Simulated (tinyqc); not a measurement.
Inside a calculation. Method: coherent transport through a tight-binding region between two chains. One step of it, computed by the program tinyqc.

Question. Transmission at E = -0.52 eV. Surface Green function g = (E - i sqrt(4 t^2 - E^2)) / (2 t^2); self-energy tc^2 g on each contact site; G = (E - H - Sigma)^(-1); Gamma = -2 Im Sigma; T = Gamma_L Gamma_R |G_LR|^2; local density of states -Im G_ii / pi.

H of the central region (eV):
```
           1          2
1   0.560000  -1.980000
2  -1.980000   0.730000
```

Leads: semi-infinite chains with site energy 0:
```
parameter                           value
lead hopping t (eV)              2.220000
coupling to the left lead (eV)   1.450000
coupling to the right lead (eV)  0.870000
left contact site                       1
right contact site                      2
```

E = -0.520000 eV

Give: g; G; local density of states; transmission.

Answer.

g = -0.053-0.447i 1/eV

G (1/eV):
```
              1             2
1  0.278-0.243i  0.526-0.251i
2  0.526-0.251i  0.138-0.373i
```

local density of states (1/eV): 0.077  0.119

transmission = 0.432
